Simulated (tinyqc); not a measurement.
Thin-body transistor below threshold, two-dimensional Poisson equation on a small mesh: two steps of the calculation.

A thin body on a thick buried insulator of low permittivity, taken as carrying no normal field at the bottom of the body (row 0). Mobile charge is neglected (subthreshold), the body is fully depleted, and potentials are counted from the intrinsic level; rows run upward to the gate, columns from source to drain.

Question 1. Direct solution. Solve A psi = b.

A:
```
            (0,1)       (0,2)       (0,3)       (1,1)       (1,2)       (1,3)       (2,1)       (2,2)
(0,1)   33.930000   -2.340000    0.000000  -29.250000    0.000000    0.000000    0.000000    0.000000
(0,2)   -2.340000   33.930000   -2.340000    0.000000  -29.250000    0.000000    0.000000    0.000000
(0,3)    0.000000   -2.340000   33.930000    0.000000    0.000000  -29.250000    0.000000    0.000000
(1,1)  -29.250000    0.000000    0.000000   67.860000   -4.680000    0.000000  -29.250000    0.000000
(1,2)    0.000000  -29.250000    0.000000   -4.680000   67.860000   -4.680000    0.000000  -29.250000
(1,3)    0.000000    0.000000  -29.250000    0.000000   -4.680000   67.860000    0.000000    0.000000
(2,1)    0.000000    0.000000    0.000000  -29.250000    0.000000    0.000000   78.036388  -14.132000
(2,2)    0.000000    0.000000    0.000000    0.000000  -29.250000    0.000000  -14.132000   78.036388
(2,3)    0.000000    0.000000    0.000000    0.000000    0.000000  -29.250000    0.000000  -14.132000

            (2,3)
(0,1)    0.000000
(0,2)    0.000000
(0,3)    0.000000
(1,1)    0.000000
(1,2)    0.000000
(1,3)  -29.250000
(2,1)    0.000000
(2,2)  -14.132000
(2,3)   78.036388
```

b (V): (0,1) 1.287000, (0,2) 0.000000, (0,3) 2.457000, (1,1) 2.574000, (1,2) 0.000000, (1,3) 4.914000, (2,1) 8.593496, (2,2) 0.820896, (2,3) 15.659496

Give: psi at the free nodes.

Answer 1.

psi at the free nodes (V): (0,1) 0.3435, (0,2) 0.3295, (0,3) 0.5411, (1,1) 0.3280, (1,2) 0.3115, (1,3) 0.5173, (2,1) 0.2798, (2,2) 0.2579, (2,3) 0.4413

Question 2. Over-relaxation sweep (omega = 1.2). Free nodes: rows 0..2, columns 1..3, taken row by row from row 0, left to right. t = (up psi(above) + dn psi(below) + lat [psi(left) + psi(right)] + s)/(up + dn + 2 lat), with the newest neighbours; psi(new) = psi + 1.2 (t - psi).

psi at the start (fixed values on the edges, free nodes at zero) (V):
```
             j=0        j=1        j=2        j=3        j=4
row 0  0.5500000  0.0000000  0.0000000  0.0000000  1.0500000
row 1  0.5500000  0.0000000  0.0000000  0.0000000  1.0500000
row 2  0.5500000  0.0000000  0.0000000  0.0000000  1.0500000
row 3  0.0400000  0.0400000  0.0400000  0.0400000  0.0400000
```

```
row         up     dn        lat  s (V)
0        29.25      0       2.34      0
1        29.25  29.25       4.68      0
2    20.522388  29.25  14.132000      0
```

Find: psi after iteration 1.

Answer 2.

psi after iteration 1 (V):
```
          j=0     j=1     j=2     j=3     j=4
row 0  0.5500  0.0455  0.0038  0.0872  1.0500
row 1  0.5500  0.0691  0.0077  0.1326  1.0500
row 2  0.5500  0.1632  0.0515  0.3117  1.0500
row 3  0.0400  0.0400  0.0400  0.0400  0.0400
```

Program tinyqc, `OMP_NUM_THREADS=1 python tinyqc.py 2480080 2480081 out.jsonl`; Intel Xeon 2.30GHz, shared host, one thread, about 0.1 s.
